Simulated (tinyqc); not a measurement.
Worked calculation: ellipsoidal valleys in the axes of a wafer and a channel. Values are carried at full precision from step to step, so a last printed digit may differ when a step is redone from the rounded ones.

Valleys with axes a along [111], [1-1-1], [-11-1] and [-1-11], one whole valley each; inverse mass tensor w = 1/mt + (1/ml - 1/mt) a a. Device axes: z = nz/|nz|, x = nx/|nx|, y = z cross x; in them a = (ax, ay, az). Confinement mass mz = 1/w_zz. In the plane w_ij is replaced by u_ij = w_ij - w_iz w_jz/w_zz (i, j = x, y); density-of-states mass md = 1/sqrt(det u); conductivity mass along x mc = 1/u_xx; ballistic transport mass mx = u_yy/det u, width mass my = 1/u_yy.

Constants: hbar^2/2m0 = 3.80998211 eV angstrom^2; kB = 8.617333262e-05 eV/K.

Values chosen for the exercise (near those of the L valleys of Ge; the results hold for these values, not for the real material): ml = 1.563 m0 (longitudinal mass); mt = 0.08 m0 (transverse mass); nz = (1, 1, 2) (surface normal (confinement)); nx = (1, 1, -1) (channel direction); t = 7.1 nm (thickness of the film); T = 300 K (temperature).

## Device axes and valley axes

Give the rows x, y, z in cubic components and each valley axis in device components.

device axes, rows x, y, z; columns [100], [010], [001]:
```
[[0.5774, 0.5774, -0.5774],
 [-0.7071, 0.7071, 0.0000],
 [0.4082, 0.4082, 0.8165]]
```

valley axes, rows [111], [1-1-1], [-11-1], [-1-11]; columns ax, ay, az:
```
[[0.3333, 0.0000, 0.9428],
 [0.3333, -0.8165, -0.4714],
 [0.3333, 0.8165, -0.4714],
 [-1.0000, 0.0000, 0.0000]]
```

## Tensors of the valley [-11-1]

Form w and the reduced tensor u.

w (1/m0), rows x, y, z and columns alike:
```
[[11.1822, -3.2279, 1.8637],
 [-3.2279, 4.5932, 4.5650],
 [1.8637, 4.5650, 9.8644]]
```

u (1/m0), rows x, y and columns alike:
```
[[10.8301, -4.0904],
 [-4.0904, 2.4806]]
```

The axis is tilted against the normal, so w_xz or w_yz is not zero and the reduction changes the masses in the plane.

## Masses of all valleys

Give mz, md, mc, mx and my.

Masses (m0):
```
valley       mz      md      mc      mx      my
[111]    0.5108  0.1399  0.2448  0.2448  0.0800
[1-1-1]  0.1014  0.3141  0.0923  0.2448  0.4031
[-11-1]  0.1014  0.3141  0.0923  0.2448  0.4031
[-1-11]  0.0800  0.3536  1.5630  1.5630  0.0800
```

mz md^2 = ml mt^2 = 0.01000 for every valley, so a heavy confinement mass comes with a small density of states. The heaviest mz is 0.511, for [111].

## Subbands and shares in a film

Hard walls: E_n = c (n pi/t)^2/mz, c = hbar^2/2m0, n = 1, 2, 3. Non-degenerate share of a valley proportional to md sum_n exp(-E_n/kT); mean 1/mc = sum of share/mc. 1 nm = 10 angstrom.

Give the ladders, the shares and the mean conductivity mass.

Subbands:
```
valley   E1 (meV)  E2 (meV)  E3 (meV)  share
[111]        14.6      58.4     131.4  0.673
[1-1-1]      73.6     294.3     662.2  0.129
[-11-1]      73.6     294.3     662.2  0.129
[-1-11]      93.2     373.0     839.2  0.068
```

mean mc = 0.1787 m0

The lowest ladder ([111]) holds 67 % of the electrons in these valleys, the next starts 59 meV higher.

## Checks

- mz md^2 against ml mt^2: they agree to 1e-10 or better.
- mx my against md^2: they agree to 1e-10 or better.

Run: tinyqc, `OMP_NUM_THREADS=1 python tinyqc.py 1880443 1880444 out.jsonl`; Intel(R) Xeon(R) Processor @ 2.30GHz, one thread, shared host; about 0.02 s of CPU time with all checks.
